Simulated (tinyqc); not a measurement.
Starting guesses with plain Roothaan steps: SCF starting guesses in the 6-311g basis, for H2, spin multiplicity 1. Computed by the program tinyqc with PySCF. RHF with one setting changed at a time; a run stops when the energy changes by less than 1e-09 hartree and the error matrix is below 1e-5. Starts: the lowest orbitals of the core Hamiltonian, of the Wolfsberg-Helmholz matrix (K = 1.75), projected atomic densities, random orbitals, and the highest orbitals of the core Hamiltonian (a deliberately bad start).

Geometry (angstrom):

| atom | x | y | z |
|---|---|---|---|
| H | 0.0000 | 0.0000 | 0.0000 |
| H | 0.0000 | 0.0000 | 0.7920 |

lowest restricted solution found by these runs and by PySCF = -1.125738 hartree

Largest element of the error matrix X^T (FDS - SDF) X:

| iteration | core | Wolfsberg-Helmholz | atomic densities | random | highest core orbitals |
|---|---|---|---|---|---|
| 1 | 1.2e-01 | 4.4e-01 | 9.7e-02 | 7.4e-01 | 1.9e-01 |
| 2 | 2.0e-02 | 5.8e-02 | 1.3e-02 | 1.5e-01 | 1.7e-01 |
| 3 | 4.2e-03 | 6.2e-03 | 2.8e-03 | 2.0e-02 | 2.6e-02 |
| 4 | 1.1e-03 | 9.0e-04 | 6.8e-04 | 5.8e-03 | 6.2e-03 |
| 5 | 2.5e-04 | 1.7e-04 | 1.6e-04 | 1.6e-03 | 1.4e-03 |
| 6 | 5.9e-05 | 4.3e-05 | 3.7e-05 | 4.6e-04 | 3.3e-04 |
| 8 | 3.1e-06 | 2.4e-06 | 2.0e-06 | 3.8e-05 | 1.8e-05 |
| 10 | - | - | - | 3.5e-06 | 9.3e-07 |

How each run ends:

| run | iterations | E (hartree) | state |
|---|---|---|---|
| core | 8 | -1.125738 | lowest found |
| Wolfsberg-Helmholz | 8 | -1.125738 | lowest found |
| atomic densities | 8 | -1.125738 | lowest found |
| random | 10 | -1.125738 | lowest found |
| highest core orbitals | 10 | -1.125738 | lowest found |

What does the comparison show, and why?

5 of 5 runs reach the lowest restricted solution found, in 8 to 10 iterations (fastest: core, Wolfsberg-Helmholz, atomic densities). The first errors are 1e-01, 4e-01, 1e-01, 7e-01, 2e-01.
